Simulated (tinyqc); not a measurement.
# MOSFET in saturation, small-signal circuit and noise: several studies

Bias by the inversion coefficient IC = I/Ispec (charge-based model with velocity saturation; weak inversion below 0.1, strong above 10). Common-source circuit: gm, gds, Cgs, Cgd and Cj at the inner nodes, Rg in series with the gate; quasi-static, no source or drain resistance, no gate-body capacitance, no substrate network, no induced gate noise, so fmax is an upper estimate.

Values chosen for this exercise: temperature T = 400 K; gate length L = 180 nm; total gate width W = 20 um; gate capacitance Cox = 1.62 uF/cm^2; mobility mu = 120 cm^2/(V s); slope factor n = 1.18; velocity-saturation length Ls = 10 nm; ratio gds/gm sg = 0.025; overlap and fringe capacitance per side Cov = 0.28 fF/um; drain junction capacitance Cj = 0.47 fF/um; sheet resistance of the gate Rsh = 8 ohm; finger width Wf = 1 um; gate contact and vertical resistance Rc = 300 ohm um; inversion coefficient IC = 38; short-channel excess of the noise factor gw = 0.12; oxide trap density Nt = 4.9e17 cm^-3 eV^-1; tunnelling length into the oxide lt = 0.1 nm; Coulomb scattering coefficient ac = 1000 V s/C.

Constants: q = 1.602176634e-19 C, kB = 1.380649e-23 J/K, Vt = kB T/q. Results are converted to the units shown.

Each table varies one quantity; the others keep the values above.

## From weak to strong inversion

Ispec = 2 n mu Cox (W/L) Vt^2, lc = Ls/L, gms = [sqrt((lc IC + 1)^2 + 4 IC) - 1]/[2 + lc (lc IC + 1)], gm = gms Ispec/(n Vt), gds = sg gm. qs = [sqrt(1 + 4 IC) - 1]/2, Cgs = Cox W L qs (2 qs + 3)/(3 (qs + 1)^2) + Cov W, Cgd = Cov W, Cd = Cj W, Rg = Rsh (Wf/L)/(12 Nf) + Rc/W with Nf = W/Wf fingers (not rounded) contacted at both ends. fT = gm/(2 pi (Cgs + Cgd)), fmax = fT/(2 sqrt(Rg (gds + 2 pi fT Cgd))). The last column is the figure of merit (gm/I) fT.

Results:

| IC | I (uA) | gm/I (1/V) | fT (GHz) | fmax (GHz) | (gm/I) fT (THz/V) |
|---|---|---|---|---|---|
| 0.01 | 0.6057 | 24.34 | 0.1993 | 9.413 | 0.004851 |
| 0.1 | 6.057 | 22.47 | 1.358 | 24.35 | 0.03051 |
| 0.3 | 18.17 | 19.71 | 2.613 | 33.38 | 0.05149 |
| 1 | 60.57 | 15.07 | 4.740 | 44.17 | 0.07140 |
| 3 | 181.7 | 10.54 | 8.026 | 56.67 | 0.08459 |
| 10 | 605.7 | 6.496 | 14.43 | 75.19 | 0.09372 |
| 30 | 1817 | 3.920 | 24.48 | 97.43 | 0.09596 |
| 100 | 6057 | 2.085 | 41.82 | 126.9 | 0.08718 |

Estimate the missing row, IC = 0.03.

Computed row:

| IC | I (uA) | gm/I (1/V) | fT (GHz) | fmax (GHz) | (gm/I) fT (THz/V) |
|---|---|---|---|---|---|
| 0.03 | 1.817 | 23.87 | 0.5378 | 15.43 | 0.01284 |

With this row back in the table: The efficiency gm/I falls from 24.3 to 2.08 1/V while fT rises from 0.199 to 41.8 GHz; fT goes as IC^(0.90) at the start and IC^(0.44) at the end (1/2 for a long channel, 0 at full velocity saturation, which sets in near IC = 1/lc^2 = 324). Their product goes from 0.00485 through a maximum of 0.0960 (at IC = 30 among the rows listed) to 0.0872 THz/V. For IC = 0.01 to 10 fmax exceeds 4 fT, where channel resistance and substrate losses, left out here, would cap it.

## Effect of the overlap and fringe capacitance per side on speed and noise

Channel noise Sid = 4 kB T gam n gm with gam = (1/2 + (2/3) qs)/(1 + qs) + gw lc IC, qs = [sqrt(1 + 4 IC) - 1]/2, lc = Ls/L (the last term an empirical rise with velocity saturation); at the gate, white noise Sw = Sid/gm^2 + 4 kB T Rg. Number fluctuation with correlated mobility: S(f) = K/f, K = q^2 Vt lt Nt/(W L Cox^2) (1 + ac mu Cox I/gm)^2, Vt in eV with Nt per eV. Corner fc = K/Sw. IC is held fixed.

The same in every row: I (uA) = 2301.5; Rg (ohm) = 15.185; sqrt(Sw) (nV/Hz^0.5) = 1.8004; fc (MHz) = 15.779.

Effect of the overlap and fringe capacitance per side on speed and noise:

| Cov (fF/um) | fT (GHz) | fmax (GHz) |
|---|---|---|
| 0.05 | 34.041 | 214.51 |
| 0.15 | 30.763 | 141.28 |
| 0.25 | 28.061 | 109.44 |
| 0.35 | 25.795 | 90.576 |
| 0.45 | 23.868 | 77.776 |
| 0.55 | 22.208 | 68.398 |
| 0.65 | 20.765 | 61.175 |

As Cov goes from 0.05 to 0.65 fF/um, fT falls from 34.0 to 20.8 GHz, fmax falls from 215 to 61.2 GHz, the white noise stays at 1.80 nV/Hz^0.5 and the corner stays at 15.8 MHz. For Cov = 0.05 to 0.15 fF/um fmax exceeds 4 fT, where channel resistance and substrate losses, left out here, would cap it.

## Gains against frequency

Inner admittances at w = 2 pi f: y11 = i w (Cgs + Cgd), y12 = -i w Cgd, y21 = gm - i w Cgd, y22 = gds + i w (Cgd + Cd). Invert to Z, add Rg to Z11 and invert back to Y. |h21| = |Y21/Y11|; U = |Y21 - Y12|^2/(4 [Re Y11 Re Y22 - Re Y12 Re Y21]). MSG = |Y21/Y12|; stability factor k = [2 Re Y11 Re Y22 - Re(Y12 Y21)]/|Y12 Y21|.

The same in every row: f sqrt(U) (GHz) = 102.9.

Gains against frequency:

| f (GHz) | \|h21\| (dB) | U (dB) | MSG (dB) | k |
|---|---|---|---|---|
| 0.27 | 40.11 | 51.62 | 29.27 | 0.004094 |
| 0.51 | 34.58 | 46.10 | 26.51 | 0.007732 |
| 0.96 | 29.09 | 40.60 | 23.76 | 0.01456 |
| 1.8 | 23.63 | 35.14 | 21.03 | 0.02729 |
| 3.3 | 18.37 | 29.88 | 18.40 | 0.05003 |
| 6.3 | 12.75 | 24.26 | 15.59 | 0.09548 |
| 12 | 7.164 | 18.66 | 12.80 | 0.1817 |
| 22 | 1.928 | 13.40 | 10.18 | 0.3320 |

Over the table |h21| falls by 20.0 dB a decade, U by 20.0 and MSG by 9.99. The product f sqrt(U) stays at 103 GHz, against fmax = 103 GHz from the formula. k stays below one in all rows, so the device is only conditionally stable.

## Effect of the total gate width on speed and noise

Same model as above.

Corner fc = K/Sw. IC is held fixed.

The same in every row: fT (GHz) = 27.34; fmax (GHz) = 102.9; fc (MHz) = 15.78.

Effect of the total gate width on speed and noise:

| W (um) | I (uA) | Rg (ohm) | sqrt(Sw) (nV/Hz^0.5) |
|---|---|---|---|
| 2 | 230.2 | 151.9 | 5.693 |
| 4.3 | 494.8 | 70.63 | 3.883 |
| 9.3 | 1070 | 32.66 | 2.640 |
| 20 | 2302 | 15.19 | 1.800 |
| 43 | 4948 | 7.063 | 1.228 |
| 93 | 1.070e4 | 3.266 | 0.8349 |
| 200 | 2.302e4 | 1.519 | 0.5693 |

As W goes from 2 to 200 um, fT stays at 27.3 GHz, fmax stays at 103 GHz, the white noise falls from 5.69 to 0.569 nV/Hz^0.5 and the corner stays at 15.8 MHz. Current, gm and capacitances scale with W and Rg with 1/W, so the frequencies stay while both noise powers fall as 1/W.

Numbers from tinyqc (`OMP_NUM_THREADS=1 python tinyqc.py 2150069 2150070 out.jsonl`; about 0.01 s on one thread of a shared Intel Xeon 2.30GHz).
